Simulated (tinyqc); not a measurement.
Time-domain thermoreflectance: layered heat flow under a modulated pulse train, and what the signal ratio measures: one step, computed by the program tinyqc.

Pulses repeat at 80 MHz; heat is laid down at the surface, all layers are isotropic, and the film is in perfect contact with the substrate.

Problem. Length and time scales. Penetration depth sqrt(kappa/(pi f C)); effusivity sqrt(kappa C); cooling time of the metal d C_m/G; Kapitza length kappa/G.

Inputs (values chosen for the exercise, modelled on aluminium on germanium): metal thickness d = 110 nm; metal heat capacity = 2.42 MJ/(m^3 K); boundary conductance G under the metal = 71 MW/(m^2 K); substrate conductivity kappa = 59.5 W/(m K); substrate heat capacity C = 1.68 MJ/(m^3 K); modulation frequency f = 9.8 MHz; spot radius w (1/e^2, pump and probe) = 14 micrometre.

Stack: metal, film, substrate.

Give: penetration depth; effusivity; cooling time of the metal; Kapitza length; depth over spot radius.

Solution.

penetration depth = 1.0725 micrometre

effusivity = 9998.0 W s^(1/2)/(m^2 K)

cooling time of the metal = 3749.3 ps

Kapitza length = 838.03 nm

depth over spot radius = 0.076610
